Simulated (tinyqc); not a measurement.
Admittance spectroscopy of a deep trap: one step of the calculation.

Schottky contact on an n-type layer with shallow donors Nd (all ionised) and a donor-like deep trap, neutral when filled and positive when empty; depletion approximation. Traps within lam of the depletion edge stay filled. The traps at xt = W - lam, where the level crosses the Fermi level, follow a slow signal and not a fast one. w = 2 pi f.

Question. Widths and limiting capacitances. lam = sqrt(2 eps0 eps_r (EF - ET)/(q Nd)), EF - ET = Et - (kB T/q) ln(Nc(T)/Nd), Nc(T) = Nc (T/300 K)^1.5. In the steady state at the band bending V, 2 eps0 eps_r V/q = Nd W^2 + Nt (W - lam)^2 (the second term only if W > lam). V = Vbi + Vr. C_HF = eps0 eps_r/W, C_LF = eps0 eps_r (Nd + Nt)/(Nd W + Nt xt).

Values chosen for this exercise; material values close to those of 4H silicon carbide:
```
symbol    value   unit                                      meaning
eps_r      9.54                               relative permittivity
Nc      1.73e19  cm^-3   conduction-band density of states at 300 K
Nd       4.6e16  cm^-3                        shallow donor density
Vbi        1.19      V                             built-in voltage
Et         0.38     eV  depth of the trap below the conduction edge
Nt       1.5e15  cm^-3                                 trap density
Vr          1.7      V                                 reverse bias
T           219      K                                  temperature
```

Constants: q = 1.602176634e-19 C, kB = 1.380649e-23 J/K, eps0 = 8.8541878128e-14 F/cm where lengths are in cm. Results are converted to the units shown.

Wanted: lam; W; xt; C_HF; C_LF.

Answer.

lam = 79.68 nm
W = 255.4 nm
xt = 175.7 nm
C_HF = 33.07 nF/cm^2
C_LF = 33.40 nF/cm^2

The step is 0.995 % of C_HF.

Program tinyqc, `OMP_NUM_THREADS=1 python tinyqc.py 2050166 2050167 out.jsonl`; Intel Xeon 2.30GHz, shared host, one thread, about 0.01 s.
